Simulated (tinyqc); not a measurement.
# Off-state leakage of single and stacked transistors: effects of single changes

n-channel devices of unit width. Subthreshold current I(Vg, Vs, Vd) = I0 (T/300 K)^0.5 exp[(Vg - Vs - VT(T) - gb (Vs - Vb) + dd (Vd - Vs))/(nf Vt)] (1 - exp(-(Vd - Vs)/Vt)), VT(T) = VT - cT (T - 300 K). Gate-edge tunnelling Ig (Vd/1 V) exp(ag (Vd - 1 V)), for a gate at 0 V, and band-to-band leakage Ab u exp(-Bb/u), u = Vd - Vb + 1 V, flow at a drain held at V; both are taken as independent of T. In a stack of off transistors (all gates at 0 V) the same subthreshold current passes through each.

Parameters, values chosen for the exercise; values of the order met in bulk silicon logic transistors:
- T = 378 K (temperature)
- V = 0.7 V (supply voltage)
- VT = 0.44 V (threshold at 300 K, zero drain and body bias)
- cT = 0.6 mV/K (fall of the threshold with temperature)
- I0 = 0.11 uA/um (current at threshold at 300 K)
- nf = 1.39 (slope factor)
- dd = 0.04 (drain-induced lowering per volt)
- gb = 0.15 (rise of the threshold per volt of source-body bias)
- Ig = 3e-5 uA/um (gate-edge tunnelling current at 1 V)
- ag = 4.4 1/V (exponential slope of the gate current)
- Ab = 10 uA/(um V) (prefactor of band-to-band leakage at the drain)
- Bb = 18 V (its exponential voltage)
- Vb = 0 V (body voltage)

Constants: q = 1.602176634e-19 C, kB = 1.380649e-23 J/K, Vt = kB T/q. Results are converted to the units shown.

Each table varies one quantity; the others keep the values above.

## Subthreshold current against the height of the stack

All n gates at 0 V, bottom source at 0 V, top drain at V; node voltages follow from equal currents.

Subthreshold current against the height of the stack:
columns A: n; B: I (nA/um); C: reduction factor; D: drain voltage of the bottom device (mV); E: source voltage of the top device (mV); F: voltage across the top device (V)
```
A          B       C       D       E        F
1   0.038781  1.0000  700.00       0  0.70000
2   0.014659  2.6454  37.015  37.015  0.66299
3  0.0091443  4.2409  18.344  54.971  0.64503
4  0.0066655  5.8181  12.349  67.002  0.63300
5  0.0052508  7.3856  9.3375  76.078  0.62392
6  0.0043344  8.9471  7.5165  83.376  0.61662
```

What does the table show?

The second transistor cuts the current by a factor of 2.65, the third by a further 1.60 and the sixth by 1.21. The top device keeps 88.1 % of the supply at n = 6, while the drain voltage of the bottom one falls to 0.231 Vt.

## Leakage components against the body voltage

Same model as above.

One transistor with Vg = Vs = 0, Vd = V; stack factor I(one)/I(two in series).

The same in every row: gate edge (nA/um) = 0.005610; stack factor = 2.645.

Results:
```
Vb (V)  subthreshold (nA/um)  band-to-band (nA/um)  total (nA/um)  largest part
0.2                  0.07523               0.09216         0.1730  band-to-band
0                    0.03878                0.4286         0.4730  band-to-band
-0.4                 0.01031                 3.978          3.994  band-to-band
-0.6                0.005313                 9.181          9.192  band-to-band
-0.8                0.002739                 18.66          18.67  band-to-band
-1                  0.001412                 34.36          34.37  band-to-band
-1.2                7.279e-4                 58.45          58.46  band-to-band
-1.4                3.752e-4                 93.25          93.26  band-to-band
```

Estimate the missing row, Vb = -0.2 V.

Computed row:
```
Vb (V)  subthreshold (nA/um)  band-to-band (nA/um)  total (nA/um)  largest part
-0.2                 0.01999                 1.460          1.486  band-to-band
```

With this row back in the table: As Vb goes from 0.2 to -1.4, the total leakage rises from 0.173 to 93.3 nA/um. The band-to-band part leads at Vb = 0.2 and in all other rows. The reduction by a stack of two stays at 2.65, for the subthreshold part alone. For Vb = 0.2 the body is forward biased; the junction current, left out, is still small at this voltage.

Numbers from tinyqc (`OMP_NUM_THREADS=1 python tinyqc.py 2242081 2242082 out.jsonl`; about 0.03 s on one thread of a shared Intel Xeon 2.30GHz).
